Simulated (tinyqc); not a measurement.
Inside a calculation. Model: one electron in a tunnel-coupled double dot: charge qubit, sensing and quantum capacitance.

Computed by the program tinyqc: `OMP_NUM_THREADS=1 python tinyqc.py 2470134 2470135 out.jsonl`, one thread of a shared Intel Xeon 2.30GHz, about 0.01 s for the whole run. Printed values are rounded.

Basis (left, right), H = [[ep/2, tc], [tc, -ep/2]], splitting Om = sqrt(ep^2 + 4 tc^2), ep = al times the gate voltage. In equilibrium the electron is on the right with the chance P_R = [1 + (ep/Om) tanh(Om/2 kB T)]/2.

Parameters, values chosen for the exercise: tunnel coupling tc = 11 ueV; electron temperature T = 0.036 K; lever arm of the gate on the detuning al = 0.54 eV/V; parasitic capacitance of the resonator Cp = 0.97 pF; resonator frequency f0 = 183 MHz; loaded quality factor Q = 58; deviation of quasi-static detuning noise se = 1.7 ueV; detuning ep = 19 ueV.

Constants: q = 1.602176634e-19 C, kB = 1.380649e-23 J/K, hbar = 1.054571817e-34 J s, h = 6.62607015e-34 J s, Vt = kB T/q. Results are converted to the units shown.

## Splitting and occupation

Also the frequency Om/h, the mixing angle arctan2(2 tc, ep) and the weight of the right dot in the ground state, (1 + ep/Om)/2.

Om = 29.06888 ueV
Om/h = 7.028825 GHz
mixing angle = 49.18492 degree
ground-state weight = 0.8268099
kB T = 3.102240 ueV
P_R = 0.8267542

## Capacitance seen by a resonator

q^2 al^2 dP_R/d(ep) splits into Cq = q^2 al^2 (2 tc^2/Om^3) tanh(Om/2 kB T) and Ct = q^2 al^2 (ep/Om)^2/(4 kB T cosh^2(Om/2 kB T)); Ct appears only if relaxation is faster than the drive. A resonator of frequency f0, capacitance Cp and quality factor Q shifts by df = -f0 Cq/(2 Cp) and its phase by -2 Q Cq/Cp.

Cq = 460.2080 aF
Ct = 0.5481941 aF
df = -43.41138 kHz
phase shift = -3153.284 millidegree

## Dephasing by charge noise

Noise in ep shifts Om by (ep/Om) d + (2 tc^2/Om^3) d^2. For Gaussian d of deviation se the spread of Om is sqrt[(ep se/Om)^2 + 2 (2 tc^2 se^2/Om^3)^2], and T2* is estimated as sqrt(2) hbar/spread; Om T2*/h counts the oscillations within T2*.

first-order spread = 1.111154 ueV
second-order spread = 0.04026643 ueV
T2* = 0.8371854 ns
oscillations within T2* = 5.884429

At ep = 0 the first-order term vanishes and T2* would be 10.0 ns.
